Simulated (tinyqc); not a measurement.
Energy and delay of logic against supply voltage: one step of the calculation.

One expression serves below and above threshold: I(Vg) = Ik [ln(1 + exp((Vg - VT + dd V)/(al nf Vt)))]^al, with I_on = I(V) and I_off = I(0). Gate delay td = kd C V/I_on, clock period LD td. Per gate and cycle the switching energy is act C V^2 and the leakage energy I_off V LD td. No short-circuit current, no variation. Minima are sought above 0.09 V; below a few Vt gates no longer switch and the model has no meaning.

Problem. Currents, delay and energies. I_on, I_off, td, clock frequency 1/(LD td), both energies and their sum.

Values chosen for this exercise; values of the order met in logic technologies: temperature T = 300 K; threshold voltage at zero drain bias VT = 0.21 V; slope factor nf = 1.42; barrier lowering per volt of supply dd = 0.03; specific current of a gate Ik = 0.56 uA; exponent of the current law al = 1.3; load capacitance of a gate C = 2.4 fF; delay factor kd = 1; logic depth LD = 40; activity factor act = 0.01; supply voltage V = 0.66 V.

Constants: q = 1.602176634e-19 C, kB = 1.380649e-23 J/K, Vt = kB T/q. Results are converted to the units shown.

Find: I_on; I_off; td; clock frequency; switching energy; leakage energy; energy.

Solution.

I_on = 10.948 uA
I_off = 3.1105 nA
td = 144.68 ps
clock frequency = 0.17279 GHz
switching energy = 10.454 aJ
leakage energy = 11.881 aJ
energy = 22.335 aJ

I_on/I_off = 3520; leakage makes up 53.2 % of the energy.

Computed by the program tinyqc: `OMP_NUM_THREADS=1 python tinyqc.py 2082066 2082067 out.jsonl`, one thread of a shared Intel Xeon 2.30GHz, about 0.01 s for the whole run.
